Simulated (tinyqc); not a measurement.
# Worked calculation: input admittance of a MOSFET at zero drain bias: distributed channel and distributed gate

Computed by the program tinyqc: `OMP_NUM_THREADS=1 python tinyqc.py 2262239 2262240 out.jsonl`, one thread of a shared Intel Xeon 2.30GHz, about 0.01 s for the whole run. Printed values are rounded.

Source and drain grounded, strong inversion, w = 2 pi f, Cox = eps0 eox/tox. The channel is an RC line of resistance 1/(mu Cox Vo) per square fed from both ends, so one finger has the intrinsic admittance y = i w Cox L tanh(g)/g per width, g = (1/2) sqrt(i w tau), tau = L^2/(mu Vo). The vertical resistance rv/L is in series with y, the overlaps 2 i w Cov in parallel: y_t = 1/(1/y + rv/L) + 2 i w Cov. The gate strip is a line of Rsh/L per length loaded by y_t, so a finger has Y = y_t Wf tanh(k)/k, k = (Wf/sd) sqrt(y_t Rsh/L); the device has Nf Y.

Values chosen for this exercise; values of the order met in silicon radio-frequency transistors: relative permittivity of the gate insulator (close to silicon dioxide) eox = 3.9; insulator thickness tox = 6.5 nm; channel length L = 0.81 um; finger width Wf = 2.5 um; number of fingers Nf = 32; channel mobility mu = 150 cm^2/(V s); gate overdrive Vo = 0.38 V; sheet resistance of the gate Rsh = 21 ohm/square; vertical resistivity of the gate stack rv = 0 ohm um^2; number of ends at which a finger is contacted sd = 1; overlap and fringe capacitance on each side Cov = 0.27 fF/um; frequency f = 7 GHz.

Constants: eps0 = 8.8541878128e-14 F/cm where lengths are in cm. Results are converted to the units shown.

## Low-frequency resistances and capacitance

Low-frequency limits, with c = Cox L and ct = c + 2 Cov: R_strip = Rsh Wf/(3 sd^2 L Nf), R_ch = (c/ct)^2 L/(12 mu Cox Vo Wf Nf), R_vert = (c/ct)^2 rv/(L Wf Nf), C = ct Wf Nf.

parts (ohm): strip 0.6751543, channel 21.99661, vertical 0
sum = 22.67176 ohm
C = 387.4508 fF
1/(2 pi R C) = 18.11833 GHz

The channel term is the largest, 97.0 % of the sum.

## Admittance of the channel and stack per width

tau, g, c = Cox L, y and y_t as defined.

tau = 115.1053 ps
g = 0.7955025+0.7955025i
c = 4.303135 fF/um
y = 63.4512+157.2472i uS/um
y_t = 63.4512+180.9977i uS/um

w tau = 5.06, and Im y is 0.831 of w c.

## Input impedance of the device

k and Y as defined; Z = 1/(Nf Y) = R + 1/(i w C); Q = |Im Z|/R; signal at the point farthest from a contact |1/cosh k|.

k = 0.1438049+0.1019726i
Nf Y = 5.19857+14.37954i mS
R = 22.23547 ohm
C = 369.6705 fF
Q = 2.766056
signal at the far point = 0.9948105

R is 1.9 % below its low-frequency limit and C is 4.6 % below its own.
